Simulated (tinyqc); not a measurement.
Leakage through a gate insulator: direct, Fowler-Nordheim, trap-assisted and Poole-Frenkel currents: one step, computed by the program tinyqc.

Electrons enter from the cathode Fermi level at x = 0; the conduction band of the insulator lies phi_b - e F x above it, F = V/t. WKB exponents use a parabolic band with mass m.

Problem. One trap at several depths. For a level a distance phi(x) below the band, the WKB exponent is 2 int kappa dx with kappa = sqrt(m phi/(hbar^2/2m_0)); for a linear barrier from phi_1 down to phi_2 = max(phi_1 - e F d, 0) it is G = (4/3) sqrt(m/(hbar^2/2m_0)) (phi_1^(3/2) - phi_2^(3/2))/(e F). A trap at depth x lies phi_t below the band. Capture: tunnel at the cathode Fermi level from 0 to x (G_in from phi_1 = phi_b), rate nu_0 exp(-G_in - E_c/k_B T) with E_c = E_a + max(phi_b - phi_t - e F x, 0), the last term being the height of the trap above the cathode Fermi level. Emission: tunnel from the trap level to the anode (G_out from phi_1 = phi_t over t - x), rate nu_0 exp(-G_out - E_a/k_B T). Re-emission to the cathode follows from detailed balance, rate_back = rate_in exp(dE/k_B T) with dE = phi_b - phi_t - e F x. Each trap passes R = rate_in rate_out/(rate_in + rate_back + rate_out) electrons per second; filling from the anode is left out. Depths: t times 0.08, 0.2, 0.32, 0.44, 0.56, 0.68, 0.8 and 0.92, rounded to 0.01 nm.

Inputs (values chosen for the exercise, with an insulator like SiO2):

| quantity | value | unit |
|---|---|---|
| thickness t | 8.5 | nm |
| barrier phi_b | 3.17 | eV |
| tunnelling mass m | 0.46 | m_0 |
| voltage across the insulator V | 5.4 | V |
| trap depth phi_t | 2.4 | eV |
| attempt rate nu_0 | 4e+13 | 1/s |
| activation of capture E_a | 0.089 | eV |
| temperature T | 400 | K |

Constants: k_B = 8.617333262e-05 eV/K; hbar^2/(2 m_0) = 3.80998212 eV angstrom^2.

Give: Rates.

Solution.

Rates:

| x (nm) | G_in | G_out | E_c (eV) | rate in (1/s) | rate back (1/s) | rate out (1/s) | R (1/s) |
|---|---|---|---|---|---|---|---|
| 0.68 | 8.12 | 27.11 | 0.427 | 4.961e+04 | 8.998e+08 | 5.071e+00 | 2.796e-04 |
| 1.70 | 19.13 | 27.11 | 0.089 | 1.495e+04 | 1.858e+00 | 5.071e+00 | 5.069e+00 |
| 2.72 | 28.53 | 27.11 | 0.089 | 1.229e+00 | 1.045e-12 | 5.071e+00 | 9.893e-01 |
| 3.74 | 36.00 | 27.11 | 0.089 | 7.017e-04 | 4.087e-24 | 5.071e+00 | 7.016e-04 |
| 4.76 | 40.75 | 27.09 | 0.089 | 6.054e-06 | 2.415e-34 | 5.211e+00 | 6.054e-06 |
| 5.78 | 41.16 | 23.10 | 0.089 | 4.031e-06 | 1.101e-42 | 2.817e+02 | 4.031e-06 |
| 6.80 | 41.16 | 16.05 | 0.089 | 4.031e-06 | 7.539e-51 | 3.223e+05 | 4.031e-06 |
| 7.82 | 41.16 | 6.98 | 0.089 | 4.031e-06 | 5.163e-59 | 2.812e+09 | 4.031e-06 |

The most effective of these traps sits at 1.7 nm, 20 % of the way; where rate back exceeds rate out, re-emission drains the trap, and elsewhere the slower forward step limits R.
